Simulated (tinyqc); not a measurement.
The starting point: quasiparticle equation with a plasmon-pole self-energy for two band edges.

For each edge E = e + X + Sc(E), with the correlation part Sc(E) = A[0]/(E - a + w) + A[1]/(E - b - w); a and b are the valence and conduction energies that enter the Green function (a = ev, b = ec in the one-shot scheme). Z = 1/(1 - dSc/dE), dSc/dE = -A[0]/(E - a + w)^2 - A[1]/(E - b - w)^2.

Values chosen for the exercise (scales of the order of those of SiO2; the results hold for these values, not for the real material): ev = 0 eV (mean-field valence top); ec = 5.45 eV (mean-field conduction edge); w = 20.8 eV (pole energy); Av = (66, 38.6) eV^2 (weights of the valence state on the hole and electron poles); Ac = (37.5, 74.1) eV^2 (the same for the conduction state); Xv = -3.26 eV (exchange minus the mean-field potential, valence); Xc = 4.57 eV (the same, conduction).

The mean-field gap is opened by d (ev lowered by d/2, ec raised by d/2) and X is changed by the opposite amounts, so that e + X stays; one-shot and G-updated gaps.

Gaps (eV):

| d | start | one-shot | update G |
|---|---|---|---|
| 0.0 | 5.450 | 8.6957 | 9.0904 |
| 0.2 | 5.650 | 8.7185 | 9.0904 |
| 0.4 | 5.850 | 8.7411 | 9.0904 |
| 0.6 | 6.050 | 8.7635 | 9.0904 |
| 1.2 | 6.650 | 8.8297 | 9.0904 |
| 1.6 | 7.050 | 8.8730 | 9.0904 |

Give the missing row, d = 0.9.

Computed row:
```
d    start  one-shot  update G
0.9  6.350    8.7968    9.0904
```

The one-shot gap moves by a fraction 0.11 of any change of the starting gap, while the updated gap, 9.0904 eV, does not depend on it. The two agree where the start already equals the result, near d = 3.64 eV. A real change of starting point alters the orbitals and the screening too; this model holds both fixed.

Computed by tinyqc, a small Python program: `OMP_NUM_THREADS=1 python tinyqc.py 1850862 1850863 out.jsonl` (the numbers bound the seed that draws the inputs); one thread of a shared host (Intel(R) Xeon(R) Processor @ 2.30GHz), about 0.02 s for the whole set of steps.
